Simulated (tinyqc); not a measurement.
# Resistance of a source-drain extension with a graded tip: abruptness at a fixed junction position

y runs along the channel, the gate covers y > 0. The doping is N0 for y < y0 and N0 10^(-(y - y0)/la) beyond, uniform over the depth xj. Sheet conductance s(y) = q mu(N) max(N - Nch, 0) xj + (for y > 0) ma Cox Vo, with mu(N) = u0 + (u1 - u0)/(1 + (N/Nr)^au) and Cox = eps0 eox/tox. Current is taken as one-dimensional; depletion of the tip, spreading and the contact are left out. The metallurgical junction lies at yj, where N = Nch.

R_spacer = integral of dy/s from -Ls to 0, R_ov from 0 to yj, R_channel = (Lg - 2 yj)/(ma Cox Vo), R_total = 2 R_spacer + 2 R_ov + R_channel. Electrical length L_eff = ma Cox dR_total/d(1/Vo); R_series = R_total - L_eff/(ma Cox Vo). y0 is moved with la so that yj stays at 7.1328 nm.

Values chosen for this exercise; mobility law close to that of electrons in silicon:
```
symbol   value        unit                                                                 meaning
eox       7.46              relative permittivity of the gate insulator (close to silicon nitride)
tox        5.9          nm                                                     insulator thickness
N0        1e20       cm^-3                        active doping of the extension far from the gate
xj          15          nm                                                  depth of the extension
Nch     1.3e18       cm^-3                                                          channel doping
Ls          19          nm                                                           spacer length
Vo        0.81           V                                                          gate overdrive
ma          99  cm^2/(V s)                                      mobility of the gate-induced layer
u1        1414  cm^2/(V s)                                                  mobility at low doping
u0        68.5  cm^2/(V s)                                                 mobility at high doping
Nr      9.2e16       cm^-3                                                        reference doping
au       0.711                                                                            exponent
Lg          40          nm                                                             gate length
```

Constants: q = 1.602176634e-19 C, eps0 = 8.8541878128e-14 F/cm where lengths are in cm. Results are converted to the units shown.

The same in every row: yj (nm) = 7.133; R_channel (ohm um) = 286.7.

Result of one run:
```
R_spacer (ohm um)	R_ov (ohm um)	R_total (ohm um)	L_eff (nm)	R_series (ohm um)
11.02	31.80	372.3	28.82	51.28
```

Which lateral abruptness la gave this result: 4.9, 6.1, 7.4 or 10 nm/decade?

la = 4.9 nm/decade.

The whole series:
```
la (nm/decade)	R_spacer (ohm um)	R_ov (ohm um)	R_total (ohm um)	L_eff (nm)	R_series (ohm um)
1	10.30	9.553	326.4	26.39	32.39
2.3	10.30	17.18	341.6	27.21	38.57
3.6	10.30	24.80	356.9	28.02	44.75
4.9	11.02	31.80	372.3	28.82	51.28
6.1	13.40	36.89	387.2	29.51	58.56
7.4	17.69	41.23	404.5	30.18	68.35
8.7	23.48	44.70	423.0	30.77	80.24
10	30.55	47.55	442.8	31.30	94.16
```

As la goes from 1 to 10 nm/decade, R_total rises from 326 to 443 ohm um, R_spacer rises from 10.3 to 30.6 ohm um and R_ov rises from 9.55 to 47.5 ohm um. R_total changes on average by 12.9 ohm um for each nm/decade. L_eff exceeds the metallurgical length by 0.657 nm in the first row and 5.57 nm in the last, since the gate also controls the lightly doped tips.

tinyqc, about 0.03 s, one thread, Intel Xeon 2.30GHz (shared host): `OMP_NUM_THREADS=1 python tinyqc.py 2282277 2282278 out.jsonl`
